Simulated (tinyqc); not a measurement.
Comparisons within one model: hole subbands of a hard-walled well, four-band Luttinger model. A value that a table varies takes the place of the one given here.

Hole energies are counted downwards from the unstrained band edge, c = hbar^2/2m0. After the usual block transformation one block is H = [[P + Q - Zs, R - i S], [R + i S, P - Q + Zs]] in (heavy, light), with P +/- Q = c [(g1 +/- g2) k^2 + (g1 -/+ 2 g2) kz^2], R = sqrt(3) c gR k^2, S = 2 sqrt(3) c g3 k kz, kz = -i d/dz; axial approximation gR = (g2 + g3)/2. Zs = b (e_par - e_perp) is the shear part of the strain (the hydrostatic part shifts all levels alike and is left out). Basis sqrt(2/L) sin(n pi z/L), n = 1 to N, for each component: kz^2 gives (n pi/L)^2 and the heavy-light block is R delta_nm - 2 sqrt(3) c g3 k D_nm with D_nm = 4 n m/(L (n^2 - m^2)) for n + m odd, 0 otherwise. The other block has the same levels. The split-off band is left out.

Constants: hbar^2/2m0 = 3.80998211 eV angstrom^2.

Parameters, chosen for this exercise (near those of GaSb; shifted at random, so the results belong to these values and not to a real crystal):
- g1 = 13.29 (Luttinger gamma1)
- g2 = 4.76 (gamma2)
- g3 = 6.05 (gamma3)
- L = 150 angstrom (well width along [001])
- Zs = 0 eV (shear strain energy)
- k = 0.0265 1/angstrom (wave vector in the plane)
- Zlist = (-0.0362, -0.0223, -0.0135, -0.0042, 0, 0.0103, 0.0263) eV (shear strain energies (negative: tension in the plane, for b < 0))

## Which coupling does what

N = 20, at the given k. Diagonal: R = S = 0. Along [100] and [110] gR is g2 and g3 instead of their mean.

Hole energies (meV):

| model | E1 | E2 | E3 | E4 |
|---|---|---|---|---|
| diagonal | 54.59 | 60.94 | 73.50 | 105.00 |
| R alone | 32.52 | 67.67 | 83.02 | 102.62 |
| S alone | 22.40 | 33.30 | 63.02 | 73.32 |
| axial | 13.78 | 30.26 | 59.24 | 80.17 |
| [100] | 15.52 | 30.99 | 59.86 | 79.03 |
| [110] | 11.90 | 29.43 | 58.59 | 81.28 |

The couplings move E1 by -40.82 meV: R alone by -22.07, S alone by -32.19, so S matters more at k L/pi = 1.27 (R grows as k^2 and joins equal n, S as k and joins n of opposite parity). Warping spreads E1 by 3.62 meV between [100] and [110], the hole being heavier along [110]; the axial value lies between them.

## Strain

N = 20. dE is the rise of the top subband from k = 0 to k1 = pi/(4L), m1 = c k1^2/dE (dash if dE is not positive), and the heavy weight is taken at k = pi/L.

Top subband:

| Zs (eV) | HH1 (meV) | LH1 (meV) | dE (meV) | heavy weight | m1 (m0) |
|---|---|---|---|---|---|
| -0.0362 | 42.5 | 1.9 | -0.122 | 0.153 | - |
| -0.0223 | 28.6 | 15.8 | -0.900 | 0.260 | - |
| -0.0135 | 19.8 | 24.6 | 0.897 | 0.367 | 0.116 |
| -0.0042 | 10.5 | 33.9 | 1.409 | 0.511 | 0.074 |
| 0.0000 | 6.3 | 38.1 | 1.447 | 0.581 | 0.072 |
| 0.0103 | -4.0 | 48.4 | 1.510 | 0.741 | 0.069 |
| 0.0263 | -20.0 | 64.4 | 1.573 | 0.889 | 0.066 |

HH1 and LH1 cross at Zs = -2 c g2 (pi/L)^2 = -0.0159 eV; for more negative Zs the light hole is on top. Among the rows with HH1 on top, m1 goes from 0.116 to 0.066 m0 as the splitting widens from 5 to 84 meV, against the unmixed 1/(g1 + g2) = 0.055: compression lightens the holes here. A dash marks a top subband whose hole energy at k1 lies below that at k = 0: an electron-like (negative) mass. m1 describes the neighbourhood of k = 0 only; where HH1 and LH1 lie close, the band may peak further out.

## What each parameter does

N = 20; the three lowest hole energies at the given k and the heavy weight of the lowest. Each row changes one parameter from the base and keeps the others.

Results:

| case | E1 (meV) | E2 (meV) | E3 (meV) | heavy weight |
|---|---|---|---|---|
| base | 13.78 | 30.26 | 59.24 | 0.515 |
| g1 = 14.35 | 20.00 | 40.02 | 75.29 | 0.505 |
| g2 = 4.28 | 15.67 | 33.20 | 67.21 | 0.504 |
| g3 = 5.57 | 17.41 | 35.34 | 63.99 | 0.512 |
| L = 140 angstrom | 15.62 | 33.90 | 66.32 | 0.532 |
| Zs = 0.01 eV | 12.34 | 24.45 | 51.56 | 0.627 |
| k = 0.0185 1/angstrom | 13.70 | 24.63 | 53.96 | 0.630 |

The largest shifts from the base row, up to three for each result and ties (the steps differ in size, so this ranks the rows, not the parameters). E1 (meV): g1 +6.23, g3 +3.63, g2 +1.89. E2 (meV): g1 +9.76, Zs -5.82, k -5.64. E3 (meV): g1 +16.05, g2 +7.97, Zs -7.68. heavy weight: k +0.115, Zs +0.112, L +0.017.

Computed by tinyqc, a small Python program: `OMP_NUM_THREADS=1 python tinyqc.py 1282090 1282091 out.jsonl` (the numbers bound the seed that draws the inputs); one thread of a shared host (Intel(R) Xeon(R) Processor @ 2.30GHz), about 0.1 s for the whole set of steps.
